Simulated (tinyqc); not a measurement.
Inside a calculation: Kane-Mele model of a buckled honeycomb layer in a normal field. Values are carried at full precision from step to step, so a last printed digit may differ when a step is redone from the rounded ones.

Sublattices A and B lie at +/-b, so the field gives them the energies +/-D, D = e b Ez (in eV for b in angstrom and Ez in V/angstrom); 2 lam is the gap at zero field. Near the valleys tau = +/-1, for spin sz = +/-1: H = hbar v (tau qx sx + qy sy) + m sz_AB with m = D - tau sz lam, hbar v = (sqrt3/2) a t. On the lattice the spin-orbit term is the second-neighbour hopping i (lam/3 sqrt3) nu sz, nu = +/-1 by the sense of the turn. The filled band of one cone contributes tau sign(m)/2 to the Chern number, in the sense Omega = curl of i<u|grad u>. Rashba terms are left out.

Constants: hbar^2/2m0 = 3.80998211 eV angstrom^2.

Values chosen for the exercise (of the size used for silicene; shifted at random, so the results belong to these values and not to a real crystal): a = 3.84 angstrom (lattice constant); t = 1.47 eV (hopping); lam = 0.0034 eV (spin-orbit half gap); b = 0.21 angstrom (half the buckling height); Ez = 0.0082 V/angstrom (normal field at the atoms, after screening; 0.01 is 1 MV/cm, and gates reach some 0.05); q = 0.008 1/angstrom (distance from K along x).

## The four Dirac masses

Form D, hbar v, and for each flavour m, the gap 2|m|, the band mass 2c|m|/(hbar v)^2 with c = hbar^2/2m0, and the share of the Chern number.

D = 1.722 meV
hbar v = 4.8885 eV angstrom

Flavours:
```
tau  sz  m (meV)  gap (meV)  mass (m0)  share of C
1     1   -1.678      3.356    0.00054        -0.5
1    -1    5.122     10.244    0.00163         0.5
-1    1    5.122     10.244    0.00163        -0.5
-1   -1   -1.678      3.356    0.00054         0.5
```

## Invariants

C(up) and C(down) are the sums over valleys; spin Chern number (C(up) - C(down))/2; valley number, the sum for tau = +1 less that for tau = -1; Z2 index |C(up)| mod 2; critical field lam/b.

C(up), C(down): -1  1

spin Chern number = -1
valley number = 0
Z2 = 1
critical field = 0.01619 V/angstrom

|D| < lam: the masses of one spin have opposite signs in the two valleys, a quantum spin Hall insulator.

## Levels and curvature at distance q

E = sqrt(m^2 + (hbar v q)^2); curvature of the filled band Omega = tau (hbar v)^2 m/(2 E^3).

At q:
```
tau  sz  E (meV)  Omega (angstrom^2)
1     1   39.144              -334.3
1    -1   39.442               997.4
-1    1   39.442              -997.4
-1   -1   39.144               334.3
```

In each valley the two spins differ by 0.298 meV, with opposite order in the other valley.

## Checks

- Curvature formula against a plaquette: both -334.3.

tinyqc: `OMP_NUM_THREADS=1 python tinyqc.py 1450732 1450733 out.jsonl`; about 0.01 s, one thread, shared Intel(R) Xeon(R) Processor @ 2.30GHz.
